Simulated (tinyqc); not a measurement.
The same inclusion in several hosts: polytypes by hexagonality, and a cubic inclusion as a quantum well.

Gap: E3 + (Es - E3) h/hs for h up to hs, then linear from Es to E2 at h = 1. Valence top Ev2 h and polarisation P2 h, both counted from 3C; Ec = Ev + gap.

Constants: hbar^2/2m0 = 3.80998211 eV angstrom^2.

Parameters, chosen for this exercise (of the order of those of SiC; the results hold for these values, not for the real material):
- E3 = 2.385 eV (gap of the cubic polytype)
- E2 = 3.36 eV (gap of 2H)
- Ev2 = 0.152 eV (valence top of 2H above that of 3C)
- P2 = -0.0476 C/m^2 (spontaneous polarisation of 2H)
- Es = 3.264 eV (gap at the hexagonality hs)
- hs = 0.5 (hexagonality up to which the first line holds)
- m = (0.296, 0.33) m0 (electron mass along c in the cubic layer and in the host)
- d = 2.527 angstrom (thickness of a double layer)
- eps = 10 (dielectric constant)
- N = 6 (double layers in the cubic inclusion)

h from the stacking: 8H 1/4, 6H 1/3, 15R 2/5, 4H 1/2, 9R 2/3, 2H 1. V = Ec(host) - Ec(3C); square-well level from k tan(k L/2) = (m_w/m_b) q, k = sqrt(m_w E/c), q = sqrt(m_b (V - E)/c), L = N d; |F| = |P|/(eps eps0), eps0 = 8.8541878e-12 F/m.

Results:
```
host      h  gap (eV)  V (eV)  depth (eV)  |F| (MV/cm)
8H    0.250     2.825   0.477       0.300         1.34
6H    0.333     2.971   0.637       0.435         1.79
15R   0.400     3.088   0.764       0.547         2.15
4H    0.500     3.264   0.955       0.719         2.69
9R    0.667     3.296   1.012       0.771         3.58
2H    1.000     3.360   1.127       0.877         5.38
```

What does the comparison show?

From 8H to 4H the well deepens by a factor of 2.00 and the bound level by 2.39, between the limits of a wide well (as V) and a thin one (as V^2); in 4H the level keeps 75 % of V; from 4H to 2H the gap gains only 96 meV while the field doubles. The depths leave the field out, although its drop |F| L reaches 815 meV in 2H.

Program tinyqc; command `OMP_NUM_THREADS=1 python tinyqc.py 1880179 1880180 out.jsonl`; about 0.04 s on one thread of a shared Intel(R) Xeon(R) Processor @ 2.30GHz.
